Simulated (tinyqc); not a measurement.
From one set of inputs to another, one input at a time: thermal stress, cracking, delamination and buckling of a thin film; Griffith cracks and misfitting inclusions. Computed by tinyqc, a small Python program. Command: `OMP_NUM_THREADS=1 python tinyqc.py 3015731 3015732 out.jsonl filmcrack ladder`. One thread of a shared host (Intel(R) Xeon(R) Processor @ 2.30GHz), about 0.01 s of CPU time with the checks.

Isotropic linear elasticity; the substrate is much thicker than the film; stress is positive in tension.

The inputs printed are set A. Set A is modelled on a silicon nitride film on silicon; the values taken over come from a set modelled on an aluminium film on silicon. Inputs not listed in the table keep their values of set A, so the rows need not describe a real material.

Inputs (values chosen for the exercise, modelled on a silicon nitride film on silicon):
```
quantity                       value        unit
film Young's modulus E           262         GPa
film Poisson ratio nu           0.26           -
film expansion alpha_f          3.21      1e-6/K
substrate expansion alpha_s      3.2      1e-6/K
deposition temperature T_d       700           K
final temperature T              300           K
intrinsic stress                 580         MPa
film thickness h                 3.1  micrometre
film toughness Gamma_f          11.5       J/m^2
interface toughness Gamma_i        4       J/m^2
substrate Young's modulus E_s    143         GPa
substrate Poisson ratio nu_s    0.22           -
inclusion radius R               2.9  micrometre
```

Inclusion: sphere.

Method:
- Thermal strain = (alpha_f - alpha_s)(T_d - T); stress = E/(1 - nu) x strain + intrinsic stress; plane-strain modulus Ebar = E/(1 - nu^2); G0 = stress^2 h/(2 Ebar) is the energy freed per area when a long strip loses its stress across its width.
- Dundurs alpha = (Ebar - Ebar_s)/(Ebar + Ebar_s), with Ebar_s = E_s/(1 - nu_s^2). The channel-crack factor is taken as g = 1.258 (1 - alpha)^(-0.7), a rough interpolation chosen for the exercise (1.258 is the value for matched materials).
- Channel crack through the film: G = pi g G0, critical thickness where G = Gamma_f. Steady delamination from an edge: G = G0, critical thickness where G = Gamma_i.
- Film material fills a sphere of radius R in the substrate, with the misfit e = thermal strain (it wants to shrink if e > 0). Radial stress at the wall s0 = e/[(1 - 2 nu)/E + (1 + nu_s)/(2 E_s)]; inside it is uniform and hydrostatic; outside s_rr = s0 (R/r)^3, s_tt = -s_rr/2. Keep-out radius: where |s_rr| falls to 10 MPa (R if it is lower at the wall).

Each row keeps all changes above it:
```
input moved                      from    to  G0 (J/m^2)  critical thickness for delamination (micrometre)  radial stress at the wall s0 (MPa)
set A                               -     -       1.865                                            6.6499                          6.5597e-01
film expansion alpha_f (1e-6/K)  3.21  24.1      69.121                                            0.1794                          1.3710e+03
intrinsic stress (MPa)            580   200      55.078                                            0.2251                          1.3710e+03
film thickness h (micrometre)     3.1   2.3      40.864                                            0.2251                          1.3710e+03
film Poisson ratio nu            0.26  0.36      50.131                                            0.1835                          1.5672e+03
inclusion radius R (micrometre)   2.9  0.15      50.131                                            0.1835                          1.5672e+03
film Young's modulus E (GPa)      262  67.1      17.287                                            0.5322                          9.9068e+02
film toughness Gamma_f (J/m^2)   11.5  2.62      17.287                                            0.5322                          9.9068e+02
```

Which inputs carry the difference?

G0 goes from 1.86 to 17.3, a factor 9.27 in all. The largest single move comes from film expansion alpha_f (a factor 37.1), and film Young's modulus E works against it (a factor 0.345). Critical thickness for delamination goes from 6.65 to 0.532, a factor 0.0800 in all. The largest single move comes from film expansion alpha_f (a factor 0.0270), and film Young's modulus E works against it (a factor 2.90). Radial stress at the wall s0 goes from 0.656 to 991, a factor 1510 in all. The largest single move comes from film expansion alpha_f (a factor 2090). The single moves hold for this order of the switches; the total does not depend on the order.

Caution (rows film expansion alpha_f, intrinsic stress, film thickness h, film Poisson ratio nu, inclusion radius R, film Young's modulus E, film toughness Gamma_f): at a stress above 0.4 % of E a ductile film would yield, and the elastic value is then an upper bound; a brittle film in tension cracks instead.

Extremes, crossings and ranges named in words are read from the listed rows.
